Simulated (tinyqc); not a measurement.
# Bulk transistor, scale length and short-channel effects: a higher permittivity at fixed equivalent oxide thickness

A gate, an insulator of thickness ti and a depleted layer of depth ts on a conducting body. Below threshold the potential that source and drain add obeys Laplace's equation and vanishes on the gate and at the bottom of the depleted layer. Its lowest mode decays along the channel as exp(-k y); k is the smallest positive root of the matching condition at the interface, and the scale length is Lambda = pi/k.

k is the smallest positive root of f(k) = eps_r sin(k ti) cos(k ts) + ei cos(k ti) sin(k ts). Along the channel psi(y) = s + a exp(y/l) + b exp(-y/l) with psi(0) = Vbi, psi(L) = Vbi + Vds and l = 1/k = Lambda/pi; with A = Vbi - s, B = A + Vds, x = exp(-L/l): a = (B - A x) x/(1 - x^2), b = (A - B x)/(1 - x^2). The minimum is s + 2 sqrt(a b), at y = (l/2) ln(b/a). The long-channel potential follows the gate as s = sT + (Vg - VTL)/m, and the threshold VT is the gate voltage at which the minimum equals sT. Swing = m Vt ln 10/g at threshold, g = d(minimum)/ds = 1 - (b x + a)/((1 + x) sqrt(a b)). DIBL = [VT(0.05 V) - VT(Vds)]/(Vds - 0.05 V). sT and Vbi are held fixed; m = 1 + eps_r ti/(ei ts) in each row. The equivalent oxide thickness 3.9 ti/ei is held at 2 nm, so ti = 2 ei/3.9 nm.

Values chosen for this exercise; permittivities: semiconductor made up, insulator close to that of silicon dioxide:
- T = 250 K (temperature)
- eps_r = 14.6 (relative permittivity of the semiconductor)
- ts = 23 nm (depletion depth)
- L = 75 nm (channel length)
- Vbi = 0.86 V (potential of the source)
- sT = 0.41 V (potential of the barrier top at threshold)
- Vds = 1 V (drain voltage)

Constants: q = 1.602176634e-19 C, kB = 1.380649e-23 J/K, Vt = kB T/q. Results are converted to the units shown.

A higher permittivity at fixed equivalent oxide thickness:
```
ei   ti (nm)  Lambda (nm)  L/Lambda  DIBL (mV/V)  swing (mV/decade)
3.9    2.000        29.38     2.552        17.77              68.65
5      2.564        29.43     2.548        17.90              68.67
7.5    3.846        29.59     2.534        18.31              68.74
10     5.128        29.83     2.514        18.92              68.83
15     7.692        30.56     2.454        20.92              69.15
20     10.26        31.75     2.362        24.39              69.70
25     12.82        33.52     2.238        30.11              70.60
35     17.95        38.92     1.927        51.66              73.92
```

What does the comparison show?

As ei goes from 3.9 to 35, Lambda rises from 29.4 to 38.9 nm, DIBL rises from 17.8 to 51.7 mV/V and the swing rises from 68.6 to 73.9 mV a decade. The ratio ei/ti is the same in every row, yet the insulator grows from 2.00 to 17.9 nm, and drain fields reach the channel sideways through it.

Numbers from tinyqc (`OMP_NUM_THREADS=1 python tinyqc.py 2420102 2420103 out.jsonl`; about 0.01 s on one thread of a shared Intel Xeon 2.30GHz).
